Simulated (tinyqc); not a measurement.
Doping and flat-band voltage from the body effect.

Question. VT = Vfb + 2 phiF + gamma sqrt(2 phiF + Vsb), phiF = Vt ln(Na/ni), gamma = sqrt(2 q eps0 eps_r Na)/Cox, Cox = eps0 eox/tox. Find Na, gamma and Vfb from two thresholds.

Values chosen for this exercise; material values close to those of 4H silicon carbide:
```
symbol  value  unit                                      meaning
T         300     K                                  temperature
eps_r    9.67         relative permittivity of the semiconductor
eox      3.89        relative permittivity of the gate insulator
tox        14    nm                          insulator thickness
```

Constants: q = 1.602176634e-19 C, kB = 1.380649e-23 J/K, Vt = kB T/q, eps0 = 8.8541878128e-14 F/cm where lengths are in cm. Results are converted to the units shown.

VT at Vsb = 0 and 1.7 V (V): 2.4649119  2.5977390
ni = 7.0501597e-9 cm^-3

Solution. The difference of the thresholds, gamma [sqrt(2 phiF + Vsb) - sqrt(2 phiF)], holds no Vfb and rises with Na, so it has one root; Vfb then follows from the first threshold.

Na = 2.000e16 cm^-3
gamma = 0.3011 V^0.5
Vfb = -0.9600 V

Numbers from tinyqc (`OMP_NUM_THREADS=1 python tinyqc.py 2360071 2360072 out.jsonl`; about 0.03 s on one thread of a shared Intel Xeon 2.30GHz).
